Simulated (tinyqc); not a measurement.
Photoconductance decay in a wafer: bulk and surface recombination modes, and iron detection by pair splitting: one step, computed by the program tinyqc. Command: `OMP_NUM_THREADS=1 python tinyqc.py 3112908 3112909 out.jsonl pcd walk`. One thread of a shared host (Intel(R) Xeon(R) Processor @ 2.30GHz), about 0.01 s of CPU time with the checks.

Both faces of the wafer have the same S; injection is low and all coefficients are constant. x runs from -W/2 to W/2.

Task: Decay rates of the even modes. Even modes cos(a x) obey b tan b = S W/(2 D) with b = a W/2, odd modes sin(a x) obey -b cot b = S W/(2 D); each decays at the rate 1/tau_b + D a^2.

Inputs (values chosen for the exercise, modelled on p-type silicon): thickness W = 150 micrometre; diffusivity D = 20.5 cm^2/s; bulk lifetime tau_b without iron = 380 microsecond; surface recombination velocity S = 15000 cm/s.

Give: the table «The first four even modes: b, surface rate and decay time» with the columns b_n, surface rate D a^2 (1/s), decay time (microsecond), for n = 0, 1, 2, 3.

Result:

The first four even modes: b, surface rate and decay time:
```
n     b_n  surface rate D a^2 (1/s)  decay time (microsecond)
0  1.3326                6.4717e+05                    1.5389
1  4.0738                6.0483e+06                    0.1653
2  6.9515                1.7611e+07                    0.0568
3  9.9297                3.5934e+07                    0.0278
```
